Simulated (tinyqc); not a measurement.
Classical Heisenberg spin chain: exact results, Metropolis, heat-bath and over-relaxation steps, and a Monte Carlo run: one step, computed by the program tinyqc.

E = -J sum_i s_i . s_(i+1) for unit vectors s_i on an open chain; K = J/(k_B T).

Problem. Four single-spin steps. The given spins are first normalised. Spins 2 and 3 are updated in turn, with h = K (sum of the two neighbours). Trial spin with z = 2 r1 - 1 and azimuth 2 pi r2; it is accepted if r3 < min(1, exp(h . s_trial - h . s_old)).

Inputs (values chosen for the exercise, for a model chain of large moments): temperature T = 50.1 K.

Update: Metropolis.

four neighbouring spins (rows; components x, y, z):
```
[[-0.5798, 0.1993, 0.7900],
 [-0.9914, 0.1281, 0.0258],
 [0.8263, 0.5308, -0.1885],
 [-0.3587, 0.8896, -0.2826]]
```

random numbers, one row a step:
```
[[0.0378, 0.7223, 0.5007],
 [0.1940, 0.0635, 0.6248],
 [0.8011, 0.5808, 0.8785],
 [0.5646, 0.7575, 0.0768]]
```

K = -1.482413

Give: the table «Steps» with the columns |h|, h . s before, h . s trial, acceptance, accepted, x, y, z.

Solution.

Steps:
```
spin     |h|  h . s before  h . s trial  acceptance  accepted         x         y         z
2     1.4491        0.2006       1.2550      1.0000       yes  -0.06605  -0.37566  -0.92440
3     2.0442       -0.2214      -0.8703      0.5226        no   0.82628   0.53079  -0.18850
2     1.4491        1.2550       0.1380      0.3273        no  -0.06605  -0.37566  -0.92440
3     2.0442       -0.2214       1.0153      1.0000       yes   0.04671  -0.99052   0.12920
```
